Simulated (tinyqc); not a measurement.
What each parameter does: Gamma, L and X subbands of a thin body with non-parabolic valleys.

Hard walls, flat band, c = hbar^2/2m0, energies from the bulk Gamma edge. For a valley at angle theta to the normal 1/m_z = cos^2/ml + sin^2/mt and m_d = sqrt(ml mt^2/m_z). Subband n starts at E_v + e with e (1 + a e) = c (n pi/t)^2/m_z, and its density-of-states mass is taken as m_d (1 + 2 a e), without further growth at higher in-plane energy. Groups are named by valley and degeneracy.

n_i = g m/(2 pi c) kB T ln(1 + exp((EF - E_i)/kB T)), sum n_i = Ns (1e12/cm^2 = 1e-4/angstrom^2), c = hbar^2/2m0. Quantum capacitance Cq = 1602.176634 sum g m/(2 pi c) f_i in microfarad/cm^2 with f_i = 1/(1 + exp((E_i - EF)/kB T)); Cox = 34.5313/eot (one gate); C/Cox = Cq/(Cq + Cox), the centroid term left out.

Constants: hbar^2/2m0 = 3.80998211 eV angstrom^2; kB = 8.617333262e-05 eV/K.

Parameters, chosen for this exercise (near those of a thin Ge channel; the results hold for these values, not for the real material):
- face = 100 (surface)
- mG = 0.0379 m0 (Gamma mass)
- aG = 1.02 1/eV (Gamma non-parabolicity)
- EL = -0.172 eV (L edge above Gamma)
- mL = (1.539, 0.085) m0 (L valleys (four, along <111>): ml, mt)
- EX = 0.014 eV (X edge above Gamma)
- mX = (0.876, 0.196) m0 (Delta valleys (six, along <100>): ml, mt)
- aS = 0.54 1/eV (non-parabolicity of L and X)
- Ns = 4.7 x 1e12/cm^2 (sheet density)
- T = 300 K (temperature)
- eot = 13 angstrom (equivalent oxide thickness)
- t = 62 angstrom (body thickness)

n = 1 to 8 of all groups.

One parameter was then changed.

Results before and after:

| case | lowest edge (eV) | EF (eV) | Gamma share (%) | C/Cox |
|---|---|---|---|---|
| base | -0.096 | -0.120 | 0.0 | 0.903 |
| changed | -0.096 | -0.120 | 0.0 | 0.888 |

Which of these changes was made? (a) aG = 0.71 1/eV; (b) T = 250 K; (c) EL = -0.122 eV; (d) Ns = 7.05 x 1e12/cm^2; (e) eot = 11 angstrom; (f) t = 56 angstrom; (g) mG = 0.0436 m0.

Answer: (e) eot = 11 angstrom. Of the candidates, run in turn, only this one gives the changed row.

All candidates:

| case | lowest edge (eV) | EF (eV) | Gamma share (%) | C/Cox |
|---|---|---|---|---|
| base | -0.096 | -0.120 | 0.0 | 0.903 |
| t = 56 angstrom | -0.080 | -0.105 | 0.0 | 0.904 |
| mG = 0.0436 m0 | -0.096 | -0.120 | 0.0 | 0.903 |
| aG = 0.71 1/eV | -0.096 | -0.120 | 0.0 | 0.903 |
| EL = -0.122 eV | -0.046 | -0.072 | 0.0 | 0.904 |
| Ns = 7.05 x 1e12/cm^2 | -0.096 | -0.107 | 0.0 | 0.928 |
| eot = 11 angstrom | -0.096 | -0.120 | 0.0 | 0.888 |
| T = 250 K | -0.096 | -0.111 | 0.0 | 0.916 |

Run: tinyqc, `OMP_NUM_THREADS=1 python tinyqc.py 1280812 1280813 out.jsonl`; Intel(R) Xeon(R) Processor @ 2.30GHz, one thread, shared host; about 0.02 s of CPU time with all checks.
